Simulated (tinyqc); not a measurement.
Charge-trap memory cell: effect of the gate voltage.

Channel, tunnel oxide, storage layer, blocking layer, gate. N electrons per area sit in a sheet at the centroid and shift the threshold by U = (q/eps0) N (tb/eb + xc tn/en). EOT = t1 + 3.9 (tn/en + tb/eb); tunnel field F = (Vg - U)/EOT; dN/dt = eta (J/q)(1 - N/Nm). Fowler-Nordheim: J = A F^2 exp(-B/F), A = q^2/(16 pi^2 hbar mo phi) (times 1e14 for A/cm^2 with F in V/nm, emitter mass m0), B = (4/3) sqrt(mo/C) phi^1.5, C = hbar^2/(2 m0).

After 0.0001 s. The rate equation is integrated from N = 0 to the digits shown; blocking field (3.9 F + q N/eps0)/eb.

Inputs (values chosen for the exercise); oxide values close to those of silicon dioxide, storage layer close to silicon nitride, blocking layer close to aluminium oxide: tunnel barrier phi = 3.08 eV; tunnelling mass mo = 0.48 m0; tunnel oxide (permittivity 3.9) t1 = 5.4 nm; storage layer tn = 6.5 nm; its relative permittivity en = 7.5; blocking layer tb = 11.6 nm; its relative permittivity eb = 9; charge centroid, share of tn counted from the blocking side xc = 0.52; capture efficiency of an empty layer eta = 0.45; trap density Nm = 1.7e13 cm^-2.

Constants: q = 1.602176634e-19 C, hbar = 1.054571817e-34 J s, m0 = 9.1093837015e-31 kg, eps0 = 8.8541878128e-14 F/cm where lengths are in cm, hbar^2/(2 m0) = 0.0380998212 eV nm^2. Results are converted to the units shown.

Result of one run:

| Vg (V) | N/Nm | U (V) | F (V/nm) | blocking field (V/nm) |
|---|---|---|---|---|
| 20.1 | 0.8032 | 4.298 | 1.144 | 0.7705 |

What becomes of these results when the gate voltage less flat band and surface potential Vg is changed from 20.1 to 21.8 V, all else the same?

Result of the changed run:

| Vg (V) | N/Nm | U (V) | F (V/nm) | blocking field (V/nm) |
|---|---|---|---|---|
| 21.8 | 0.9701 | 5.191 | 1.203 | 0.8529 |

The whole series:

| Vg (V) | N/Nm | U (V) | F (V/nm) | blocking field (V/nm) |
|---|---|---|---|---|
| 15.8 | 0.1718 | 0.9193 | 1.078 | 0.5258 |
| 16.7 | 0.3033 | 1.623 | 1.092 | 0.5769 |
| 17.5 | 0.4269 | 2.284 | 1.102 | 0.6235 |
| 18.4 | 0.5646 | 3.021 | 1.114 | 0.6756 |
| 19.2 | 0.6818 | 3.648 | 1.126 | 0.7211 |
| 20.1 | 0.8032 | 4.298 | 1.144 | 0.7705 |
| 20.9 | 0.8958 | 4.794 | 1.167 | 0.8117 |
| 21.8 | 0.9701 | 5.191 | 1.203 | 0.8529 |

U rises from 0.919 to 5.19 V; the slope between neighbouring rows is at most 0.827 and 0.441 between the last two rows. In the upper rows it falls short of the 1 of a floating gate because capture weakens as the traps fill (97.0 % in the last row); where little charge has entered in the time given, the slope is small in any case. The blocking field reaches 8.53 MV/cm, where electrons may escape to the gate, which the model leaves out.

Range of the model: The Fowler-Nordheim form needs F t1 above phi; trap-assisted paths and leakage through the blocking layer are left out.

Computed by the program tinyqc: `OMP_NUM_THREADS=1 python tinyqc.py 2130156 2130157 out.jsonl`, one thread of a shared Intel Xeon 2.30GHz, about 0.05 s for the whole run.
